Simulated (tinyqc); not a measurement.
Tersoff bond-order potential: one step, computed by the program tinyqc.

E = (1/2) sum_(i, j != i) [A exp(-lambda r_ij) - b_ij B exp(-mu r_ij)], b_ij = (1 + (beta zeta_ij)^n)^(-1/(2n)), zeta_ij = sum_(k != i, j) g(theta_ijk), g = 1 + c^2/d^2 - c^2/(d^2 + (h - cos theta)^2), with theta at atom i. Only nearest neighbours count (cut-off function 1 for them, 0 beyond).

Problem. Unrelaxed vacancy. Each of the four neighbours loses one bond; its three other bonds now have zeta = 2 g, for the direction that starts at it. E_v = -E + 12 x (1/2)(b(3g) - b(2g)) B exp(-mu r), where -E is the pair-like cost.

Inputs (values chosen for the exercise, modelled on germanium): B = 419.62 eV; mu = 1.7047 1/angstrom; beta = 8.6e-07; n = 0.7498.

zeta = 8734.353

energy per atom of the diamond lattice = -3.806656 eV

bond order b = 0.9833232

bond length = 2.454554 angstrom

Give: b(2g); unrelaxed vacancy energy E_v.

Solution.

b(2g) = 0.9876

unrelaxed vacancy energy E_v = 3.642 eV

Stronger back bonds return 0.165 eV, so E_v is 96 % of the cohesive energy.
